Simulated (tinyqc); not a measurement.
# Band bending at a free surface with a continuum of surface states, surface photovoltage and Kelvin probe: two studies

n-type bulk, xi = Ec - EF = Vt ln(Nc/Nd), p0 = ni^2/Nd, ni = sqrt(Nc Nv) exp(-Eg/(2 Vt)), Eg in volts. b is the upward band bending, u = b/Vt. Space charge per area, in units of q: Qc = sign(b) sqrt((2 eps0 eps_r Vt/q) [(Nd + dn)(exp(-u) - 1) + Nd u + (p0 + dn)(exp(u) - 1)]), with dn the excess density under light (flat quasi-Fermi levels; 0 in the dark). The states hold -Ds (E0 - xi - b): negative while the Fermi level lies above the neutrality level. Neutrality: Qc + Qf + (charge of the states) = 0.

Parameters, values chosen for the exercise; band and dielectric values those of a made-up semiconductor:

| symbol | value | unit | meaning |
|---|---|---|---|
| T | 300 | K | temperature |
| Eg | 1.47 | eV | band gap |
| eps_r | 11.2 |  | relative permittivity |
| Nc | 4.69e17 | cm^-3 | conduction-band density of states at T |
| Nv | 8.85e18 | cm^-3 | valence-band density of states at T |
| Nd | 2.7e16 | cm^-3 | donor density |
| Qf | 0 | cm^-2 | fixed positive charge at the surface |
| Ds | 7.2e11 | cm^-2 eV^-1 | density of surface states |
| E0 | 0.63 | eV | depth of their neutrality level below the conduction edge |

Constants: q = 1.602176634e-19 C, kB = 1.380649e-23 J/K, Vt = kB T/q, eps0 = 8.8541878128e-14 F/cm where lengths are in cm. Results are converted to the units shown.

Each table varies one quantity; the others keep the values above.

## Pinning by the surface states

b solves the neutrality condition in the dark.

Pinning by the surface states:
```
Ds (cm^-2 eV^-1)	b (V)	xi + b (eV)	Qc (cm^-2)
2.4e10	0.005380	0.07918	1.322e10
6.7e10	0.01568	0.08948	3.621e10
1.8e11	0.04678	0.1206	9.170e10
5.1e11	0.1526	0.2264	2.059e11
1.4e12	0.3289	0.4027	3.182e11
3.9e12	0.4587	0.5325	3.803e11
1.1e13	0.5193	0.5931	4.061e11
2.9e13	0.5419	0.6157	4.153e11
8.1e13	0.5510	0.6248	4.190e11
```

b rises from 0.00538 to 0.551 V. The Fermi level moves towards E0 = 0.63 eV and is within 5.17 meV of it in the last row; it is half-way there at the Ds that solves Ds b = Qc(b) + Qf with b = (E0 - xi)/2, 1.04e12 cm^-2 eV^-1.

## Photovoltage against injection

Same model as above.

Under chopped light the surface charge keeps its dark value, so b falls to bL with Qc(bL, dn) = Qc(b, 0); the photovoltage is b - bL.

Photovoltage against injection:
```
dn (cm^-3)	bL (V)	photovoltage (mV)	share of b removed (%)
2.6e7	0.21084	8.6679e-5	4.1112e-5
3.3e8	0.21084	0.0011001	5.2178e-4
4.3e9	0.21082	0.014327	0.0067955
5.5e10	0.21066	0.18207	0.086356
7e11	0.20869	2.1476	1.0186
9e12	0.19475	16.094	7.6332
1.2e14	0.15839	52.446	24.875
1.5e15	0.11043	100.40	47.622
1.9e16	0.059701	151.14	71.684
2.5e17	0.021655	189.18	89.729
```

Read the table: what changes, and by how much?

The photovoltage rises from 8.67e-5 to 189 mV, towards the full b = 211 mV. Its steepest rise is 46.0 mV a decade (Vt ln 10 = 59.5 mV), and it reaches 89.7 % of b in the last row: even strong light does not flatten the bands fully, so a saturation reading understates b. For dn = 2.5e17 the injection is high, and a Dember voltage, left out here, adds to the signal.

Program tinyqc, `OMP_NUM_THREADS=1 python tinyqc.py 2430071 2430072 out.jsonl`; Intel Xeon 2.30GHz, shared host, one thread, about 0.01 s.
